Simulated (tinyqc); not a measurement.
Worked calculation: CIS on RHF in the sto-3g basis, for H4, spin multiplicity 1. One step of it, computed by the program tinyqc.

Question. CIS matrix, triplets. A(ia,jb) = (e_a - e_i) d_ij d_ab - (ij|ab).

orbital energies (hartree): MO1 -0.593400, MO2 -0.473286, MO3 0.422220, MO4 0.774472

Two-electron integrals over orbitals (pq|rs), unique and non-zero (hartree):
```
(11|11) 0.452598    (21|21) 0.200713    (22|11) 0.441566    (22|22) 0.450828
(31|11) -0.045700   (31|22) -0.002022   (31|31) 0.105011    (32|21) 0.068217
(32|32) 0.101722    (33|11) 0.439458    (33|22) 0.439761    (33|31) -0.012163
(33|33) 0.457580    (41|21) 0.021120    (41|32) -0.074832   (41|41) 0.088210
(42|11) 0.055558    (42|22) 0.017147    (42|31) -0.101971   (42|33) 0.014573
(42|42) 0.107318    (43|21) -0.193066   (43|32) -0.069737   (43|41) -0.018540
(43|43) 0.205703    (44|11) 0.471689    (44|22) 0.461446    (44|31) -0.050316
(44|33) 0.473148    (44|42) 0.061428    (44|44) 0.516869
```

Give: CIS matrix A, triplet.

Answer.

CIS matrix A, triplet (hartree), order 1>3, 1>4, 2>3, 2>4:
$$\begin{pmatrix}
0.5762 & 0.0000 & 0.0000 & 0.1931 \\
0.0000 & 0.8962 & 0.1931 & 0.0000 \\
0.0000 & 0.1931 & 0.4557 & 0.0000 \\
0.1931 & 0.0000 & 0.0000 & 0.7863
\end{pmatrix}$$
